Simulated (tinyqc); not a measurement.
Ways to converge the cycle: SCF convergence aids in the 6-31g basis, for H4+, spin multiplicity 2. Computed by the program tinyqc with PySCF. 

Geometry (angstrom):

| atom | x | y | z |
|---|---|---|---|
| H | 0.0000 | 0.0000 | 0.0000 |
| H | 0.0000 | 0.0000 | 1.0450 |
| H | 0.0000 | 2.2460 | 0.0000 |
| H | 0.0000 | 2.2460 | 1.0450 |

lowest solution found by these runs and by PySCF with stability checks = -1.695047 hartree

UHF with one setting changed at a time; a run stops when the energy changes by less than 1e-09 hartree and the error matrix is below 1e-5. The start is the Wolfsberg-Helmholz matrix. Damping d keeps d of the old density; a shift (hartree) raises the virtual levels; DIIS n extrapolates F over n matrices.

Largest element of the error matrix X^T (FDS - SDF) X:

| iteration | plain | damping 0.3 | damping 0.6 | shift 0.4 | DIIS 3 | DIIS 8 |
|---|---|---|---|---|---|---|
| 1 | 5.9e-02 | 5.9e-02 | 5.9e-02 | 5.9e-02 | 5.9e-02 | 5.9e-02 |
| 2 | 1.4e-02 | 2.7e-02 | 4.1e-02 | 2.3e-02 | 1.4e-02 | 1.4e-02 |
| 3 | 3.5e-03 | 1.3e-02 | 2.8e-02 | 9.4e-03 | 1.3e-03 | 1.3e-03 |
| 4 | 1.0e-03 | 6.1e-03 | 2.0e-02 | 3.9e-03 | 1.7e-05 | 1.7e-05 |
| 5 | 3.2e-04 | 2.9e-03 | 1.4e-02 | 1.6e-03 | 2.8e-06 | 1.9e-06 |
| 6 | 1.1e-04 | 1.4e-03 | 9.6e-03 | 7.2e-04 | 1.1e-07 | 5.0e-07 |
| 8 | 1.2e-05 | 3.7e-04 | 4.7e-03 | 1.4e-04 | - | - |
| 10 | 1.4e-06 | 9.7e-05 | 2.3e-03 | 3.1e-05 | - | - |
| 14 | - | 7.6e-06 | 6.0e-04 | - | - | - |
| 20 | - | - | 8.2e-05 | - | - | - |
| 30 | - | - | 3.4e-06 | - | - | - |

How each run ends:

| run | iterations | E (hartree) | state |
|---|---|---|---|
| plain | 10 | -1.695047 | lowest found |
| damping 0.3 | 17 | -1.695047 | lowest found |
| damping 0.6 | 36 | -1.695047 | lowest found |
| shift 0.4 | 13 | -1.695047 | lowest found |
| DIIS 3 | 6 | -1.695047 | lowest found |
| DIIS 8 | 6 | -1.695047 | lowest found |

6 of 6 runs reach the lowest solution found, in 6 to 36 iterations (fastest: DIIS 3, DIIS 8). Plain steps already contract here, so damping only slows them. DIIS 3 and DIIS 8 gain by cancelling the error over several earlier matrices, much as a quasi-Newton step does.
